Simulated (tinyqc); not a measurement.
LDA (VWN5) atom on a uniform radial grid, spin-unpolarised, for Li, step by step. Computed by tinyqc, a small Python program that keeps every step. Settings: Z = 3, points = 256, R = 10.6, functional = lda,vwn, mixing = 1.0, iteration cap = 58. Command: `OMP_NUM_THREADS=1 python tinyqc.py 22235 22236 out.jsonl` (the two numbers bound the seeds that draw the settings). One thread of a shared host (Intel(R) Xeon(R) Processor @ 2.60GHz), about 0.3 s of CPU time with the checks. Later iterations appear only in the table of the cycle.

## Iteration 1

Spherical atom on a uniform radial grid r_j = j h with h = R/(N + 1), h sum u^2 = 1 and integrals as h times sums, u(0) = u(R) = 0 (atomic units):
```
parameter            value
Z                        3
points N               256
R                10.600000
h                 0.041245
mixing            1.000000
electrons in 1s          2
electrons in 2s          1
```

Three-point differences turn -u''/2 + [l(l+1)/2r^2 - Z/r + V] u = e u into a tridiagonal matrix (diagonal 1/h^2 + potential, off-diagonal -1/2h^2). D = sum f u^2; the Hartree potential y/r solves y'' = -D/r with y(0) = 0, y(R) = N_e; v_xc comes from rho = D/(4 pi r^2); E = sum f e - int D V + int D (V_H/2 + eps_xc); V(new) = V + mixing (V_H + v_xc - V).

eigenvalues (hartree): 1s -4.48291, 2s -1.12393

Every 16th grid point:
```
r            V in     u(1s)      u(2s)         D      V_H      v_xc
0.65992   0.00000   0.94827    0.01084   1.79855  3.44467  -0.75003
1.31984   0.00000   0.26323   -0.65508   0.56771  2.04382  -0.34206
1.97977   0.00000   0.05480   -0.73528   0.54664  1.46132  -0.26424
2.63969   0.00000   0.01014   -0.54795   0.30045  1.12479  -0.18545
3.29961   0.00000   0.00176   -0.33994   0.11557  0.90684  -0.12189
3.95953   0.00000   0.00029   -0.18973   0.03600  0.75722  -0.07719
4.61946   0.00000  4.75e-05   -0.09881   0.00976  0.64935  -0.04764
5.27938   0.00000  7.53e-06   -0.04901   0.00240  0.56823  -0.02877
5.93930   0.00000  1.18e-06   -0.02343   0.00055  0.50511  -0.01704
6.59922   0.00000  1.81e-07   -0.01089   0.00012  0.45460  -0.00991
7.25914   0.00000  2.77e-08   -0.00495  2.45e-05  0.41327  -0.00567
7.91907   0.00000  4.19e-09   -0.00221  4.87e-06  0.37883  -0.00320
8.57899   0.00000  6.30e-10   -0.00097  9.32e-07  0.34969  -0.00178
9.23891   0.00000  9.41e-11   -0.00041  1.67e-07  0.32471  -0.00097
9.89883   0.00000  1.38e-11   -0.00015  2.28e-08  0.30307  -0.00048
10.55875  0.00000         0  -7.79e-06  6.07e-11  0.28412  -0.00007
```

total energy = -6.8871455 hartree

## Iteration 2

As before.

eigenvalues (hartree): 1s -1.39018, 2s -0.01654

Every 16th grid point:
```
r            V in     u(1s)     u(2s)         D      V_H      v_xc
0.65992   2.69464   0.96787   0.10402   1.88435  2.96721  -0.76106
1.31984   1.70176   0.43365  -0.15127   0.39899  1.77747  -0.30720
1.97977   1.19708   0.16619  -0.34678   0.17549  1.28032  -0.18756
2.63969   0.93934   0.06018  -0.45408   0.21344  1.01506  -0.16736
3.29961   0.78495   0.02111  -0.49035   0.24133  0.84528  -0.15190
3.95953   0.68002   0.00726  -0.48016   0.23066  0.72412  -0.13438
4.61946   0.60171   0.00246  -0.44383   0.19700  0.63209  -0.11692
5.27938   0.53946   0.00083  -0.39498   0.15601  0.55953  -0.10070
5.93930   0.48807   0.00028  -0.34159   0.11669  0.50091  -0.08608
6.59922   0.44469   0.00009  -0.28787   0.08287  0.45270  -0.07299
7.25914   0.40760  3.10e-05  -0.23572   0.05556  0.41249  -0.06118
7.91907   0.37563  1.03e-05  -0.18573   0.03450  0.37855  -0.05035
8.57899   0.34791  3.44e-06  -0.13789   0.01901  0.34961  -0.04011
9.23891   0.32374  1.13e-06  -0.09180   0.00843  0.32470  -0.02999
9.89883   0.30258  3.45e-07  -0.04695   0.00220  0.30307  -0.01908
10.55875  0.28406  1.63e-08  -0.00275  7.59e-06  0.28412  -0.00307
```

total energy = -7.2747806 hartree

## Convergence

Stop when input and output potentials agree to 1e-7.

Course of the cycle (hartree):
```
iteration           E     e(1s)     e(2s)  largest |V(out) - V(in)|
1          -6.8871455  -4.48291  -1.12393                  4.26e+00
2          -7.2747806  -1.39018  -0.01654                  1.12e+00
3          -7.3006253  -1.98729  -0.11652                  3.12e-01
4          -7.3024864  -1.82967  -0.09883                  8.41e-02
5          -7.3026207  -1.87075  -0.10316                  2.25e-02
6          -7.3026304  -1.85980  -0.10205                  6.06e-03
7          -7.3026311  -1.86274  -0.10234                  1.63e-03
8          -7.3026311  -1.86195  -0.10226                  4.38e-04
9          -7.3026311  -1.86216  -0.10228                  1.18e-04
10         -7.3026311  -1.86210  -0.10228                  3.16e-05
11         -7.3026311  -1.86212  -0.10228                  8.50e-06
12         -7.3026311  -1.86211  -0.10228                  2.28e-06
13         -7.3026311  -1.86212  -0.10228                  6.14e-07
14         -7.3026311  -1.86212  -0.10228                  1.65e-07
15         -7.3026311  -1.86212  -0.10228                  4.43e-08
```

Converged in 15 iterations. A uniform grid resolves the cusp poorly: for a bare nucleus this grid gives 1s at -4.48291 against -Z^2/2 = -4.5 hartree. Before convergence this energy mixes input and output and is not variational, so it may rise towards its limit.
